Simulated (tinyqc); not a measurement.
Thermoelectric coefficients of a parabolic band, Landauer integrals: two steps of the calculation.

Bulk parabolic band, x = (E - Ec)/kB T, C = hbar^2/(2 m0), kB T in eV. Modes per area gv m kB T x/(4 pi C) times the back-scattering length l0 x^rr give the transport function s0 X(x), s0 = (2 q^2/h) gv m kB T l0/(4 pi C), X = x^(1 + rr). I_k = int X (x - eta)^k w dx, w = 1/(4 cosh^2((x - eta)/2)).

Inputs (values chosen for the exercise):
```
symbol,value,unit,meaning
T,400,K,temperature
m,0.78,m0,mass of one valley
gv,4,,valleys
l0,4.3,nm,back-scattering length at x = 1
rr,0,,energy exponent of that length
kL,5.3,W/(m K),lattice thermal conductivity
eta,2.6,,reduced Fermi level (EF - Ec)/kB T
```

Constants: q = 1.602176634e-19 C, kB = 1.380649e-23 J/K, hbar = 1.054571817e-34 J s, h = 6.62607015e-34 J s, m0 = 9.1093837015e-31 kg, Vt = kB T/q, hbar^2/(2 m0) = 0.0380998212 eV nm^2. Results are converted to the units shown.

Task 1. Coefficients of the electrons. sigma = s0 I_0, S = -(kB/q) I_1/I_0, Lorenz number L = (kB/q)^2 [I_2/I_0 - (I_1/I_0)^2], kappa_e = L sigma T.

converged I_0, I_1, I_2: 2.6716447  2.9577156  10.238124

Find: s0; sigma; S; L; kappa_e.

Result 1.

s0 = 748.37 S/cm
sigma = 1999.4 S/cm
S = -95.400 uV/K
L = 1.9356 x 1e-8 V^2/K^2
kappa_e = 1.5480 W/(m K)

L is 21 % below the Sommerfeld value (pi^2/3)(kB/q)^2 = 2.443e-8 V^2/K^2.

Task 2. Power factor and figure of merit. Power factor S^2 sigma, ZT = S^2 sigma T/(kappa_e + kL).

sigma = 1999.3857 S/cm
S = -95.400490 uV/K
kappa_e = 1.5479755 W/(m K)

Wanted: power factor; ZT; electronic share of kappa.

Result 2.

power factor = 1.820 mW/(m K^2)
ZT = 0.1063
electronic share of kappa = 22.60 %

Range of the model: Parabolic bands, elastic scattering and a fixed kL make these model figures, not those of a material.

Computed by the program tinyqc: `OMP_NUM_THREADS=1 python tinyqc.py 2800123 2800124 out.jsonl`, one thread of a shared Intel Xeon 2.30GHz, about 0.05 s for the whole run.
